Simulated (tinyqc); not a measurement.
# Worked calculation: lossy on-chip transmission line with skin effect

Computed by the program tinyqc: `OMP_NUM_THREADS=1 python tinyqc.py 2810151 2810152 out.jsonl`, one thread of a shared Intel Xeon 2.30GHz, about 0.01 s for the whole run. Printed values are rounded.

A uniform line in a homogeneous dielectric: c = sqrt(er)/(c0 Z0), l = Z0 sqrt(er)/c0 (c0 = 299792458 m/s), g = w c td, w = 2 pi f. The resistance joins its limits as r = sqrt(r_dc^2 + r_hf^2), with r_dc = rho/(wd th), r_hf = kr rho/(2 delta (wd + th)), delta = sqrt(rho/(pi f mu0)), mu0 = 4 pi 1e-7 H/m; this is an interpolation, and internal inductance, up to 0.05 nH/mm at low frequency, is neglected.

Values chosen for this exercise: width of the strip wd = 3.5 um; thickness of the strip th = 2.9 um; resistivity rho = 2.2 uohm cm; relative permittivity er = 4.2; loss tangent td = 0.02; lossless impedance sqrt(l/c) Z0 = 75 ohm; factor for crowding and the return path kr = 1.2; length len = 0.4 mm; source resistance Rg = 50 ohm; load resistance RL = 100 ohm; load capacitance CL = 20 fF; frequency f = 3.3 GHz.

## Line constants

delta, r_dc, r_hf, r, l, c and g as defined.

delta = 1.29949 um
r_dc = 2.16749 ohm/mm
r_hf = 1.58716 ohm/mm
r = 2.68646 ohm/mm
l = 0.512702 nH/mm
c = 91.1471 pF/m
g = 0.0377978 S/m

r is 1.24 times r_dc; the skin depth is 0.448 of the thickness.

## Propagation constant and impedance

gamma = sqrt((r + i w l)(g + i w c)) = alpha + i beta, Zc = sqrt((r + i w l)/(g + i w c)), roots with positive real part; loss 8.685889638 alpha in dB; phase velocity w/beta.

gamma len = 0.0076800+0.0570723i
Zc = 75.6698-8.6459i ohm
loss = 0.166769 dB/mm
phase velocity over c0 = 0.484739
r/(w l) = 0.252709

r is below w l; the low-loss estimate 8.686 (r/(2 Z0) + g Z0/2) gives 0.168 dB/mm.

## Reflection, input impedance and transfer

ZL = 1/(1/RL + i w CL); reflection (ZL - Zc)/(ZL + Zc); Zin = Zc (ZL + Zc tanh(gamma len))/(Zc + ZL tanh(gamma len)); H = V_load/V_source = [Zin/(Zin + Rg)]/[cosh(gamma len) + (Zc/ZL) sinh(gamma len)].

ZL = 99.8283-4.1398i ohm
reflection at the load = 0.135069+0.035516i
Zin = 99.8816-7.3881i ohm
H = 0.660403-0.044726i
|H| = -3.58395 dB
